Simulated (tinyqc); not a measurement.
From total shift back to stress sigma (tension positive): Raman shift of the zone-centre optical phonon of a diamond-structure crystal under stress. Computed by tinyqc, a small Python program. Command: `OMP_NUM_THREADS=1 python tinyqc.py 3027796 3027797 out.jsonl ramanstress inv`. One thread of a shared host (Intel(R) Xeon(R) Processor @ 2.30GHz), about 0.01 s of CPU time with the checks.

Axes x, y, z are the cube axes. Strain shifts the threefold optical mode and can split it; p, q and r are the phonon deformation potentials.

Inputs (values chosen for the exercise, modelled on silicon):

| quantity | value | unit |
|---|---|---|
| unstrained frequency omega_0 | 520.9 | 1/cm |
| p/omega_0^2 | -1.86 | - |
| q/omega_0^2 | -2.33 | - |
| r/omega_0^2 | -0.688 | - |
| C11 | 163.9 | GPa |
| C12 | 64.65 | GPa |
| C44 | 80.13 | GPa |
| polarisation angle phi | 75 | degree |
| temperature coefficient d omega/dT | -0.021 | 1/(cm K) |
| local temperature T | 310 | K |
| laser wavelength | 514.5 | nm |

Stress state: hydrostatic. Axis: none.

Constants: h = 6.62607015e-34 J s; c = 299792458 m/s; k_B = 1.380649e-23 J/K.

Method:
- S11 = (C11 + C12)/D, S12 = -C12/D, D = (C11 - C12)(C11 + 2 C12), S44 = 1/C44.
- Hydrostatic stress: sigma_ij = sigma delta_ij.
- eps_xx = S11 sigma_xx + S12 (sigma_yy + sigma_zz), and cyclic; eps_xy = S44 sigma_xy/2 (tensor strain).
- Secular matrix: M_xx = p eps_xx + q (eps_yy + eps_zz), M_xy = 2 r eps_xy; its eigenvalues are omega^2 - omega_0^2, and the shifts are these over 2 omega_0.
- Backscattering from a (001) surface: incident polarisation (cos phi, sin phi, 0). With Raman tensors (R_z)_xy = (R_z)_yx = 1 and cyclic, only the z component u_z of a mode counts: I = u_z^2 sin^2(2 phi) for parallel and u_z^2 cos^2(2 phi) for crossed polarisers. An unresolved line sits at the intensity-weighted shift, which is M_zz/(2 omega_0).
- A temperature above 300 K shifts the line by (d omega/dT)(T - 300 K); divided by the shift per stress it poses as a stress; the total shift adds it to the shift of the observed line. The anti-Stokes to Stokes ratio is [(omega_L + omega_0)/(omega_L - omega_0)]^3 exp(-h c omega_0/(k_B T)) in photon counts, omega_L = 1/wavelength, resonance effects left out.

Question. A run gave the result below. Find the stress sigma (tension positive), known to lie between -3 and -1.3 GPa.

total shift = 11.5472 1/cm

Answer.

Each step takes the trial c = (a f_b - b f_a)/(f_b - f_a), f being the result less the target; c replaces end b, the old b replaces a if the sign of f changed, and otherwise f_a is halved.

Scan of the range:

| stress sigma (tension positive) (GPa) | total shift (1/cm) |
|---|---|
| -3.00 | 17.1652 |
| -2.72 | 15.5435 |
| -2.43 | 13.8639 |
| -2.15 | 12.2422 |
| -1.87 | 10.6205 |
| -1.58 | 8.9409 |
| -1.30 | 7.3192 |

False position (Illinois rule) inside the bracket:

| step | end a | end b | trial | total shift (1/cm) |
|---|---|---|---|---|
| 1 | -2.15 | -1.87 | -2.03000 | 11.5472 |

Total shift falls at every point of a 13-point scan of the range (every second point is shown), so one value fits; it is bracketed by -2.15 and -1.87. The scan shows a straight line, so linear interpolation between any two rows gives the answer at once. Answer: stress sigma (tension positive) = -2.030 GPa.

Caution: this stress has components normal to the (001) face, so it cannot reach a free (001) surface; it can act on buried material.
